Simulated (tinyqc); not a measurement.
Gate sheet resistance from two finger widths.

Inverse problem. At low frequency R = Rsh Wf/(3 L) + B/Wf, where B collects the channel and vertical terms. Find Rsh, B and the width of lowest R.

Inputs (values chosen for the exercise):
- L = 0.73 um (channel length)

input resistance of single fingers, contacted at one end, of width 1.5 and 4.6 um (ohm): [67.735160, 63.383959]

Solution. R Wf is a straight line in Wf^2; the minimum of R lies where both terms are equal.

Rsh = 22.0 ohm/square
B = 79.0 ohm um
width of lowest R = 2.80 um

Numbers from tinyqc (`OMP_NUM_THREADS=1 python tinyqc.py 2262126 2262127 out.jsonl`; about 0.01 s on one thread of a shared Intel Xeon 2.30GHz).
